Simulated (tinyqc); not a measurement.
Length of a molecular wire: coherent transport through a tight-binding bridge. Computed by the program tinyqc. T = Gamma_L Gamma_R |G_1n|^2 with the self-energies of semi-infinite chains.

A uniform bridge between two chains:
```
parameter                        value
site energy (eV)              0.950000
hopping in the bridge (eV)    0.630000
lead hopping (eV)             2.130000
couplings (eV)              0.37, 0.87
E (eV)                       -0.280000
```

Transmission against length:
```
sites           T    ln T
2      2.6075e-02  -3.647
3      1.5975e-02  -4.137
5      9.6014e-03  -4.646
6      8.7998e-03  -4.733
7      8.8752e-03  -4.724
8      9.8581e-03  -4.619
9      1.2188e-02  -4.407
10     1.7196e-02  -4.063
```

Estimate the missing row, sites = 4.

Computed row:
```
sites           T    ln T
4      1.1628e-02  -4.454
```

E lies inside the band of the bridge (|E - e|/2h = 0.976 < 1): T does not decay but oscillates with length, between 0.009 and 0.026 here, as levels of the bridge pass E.
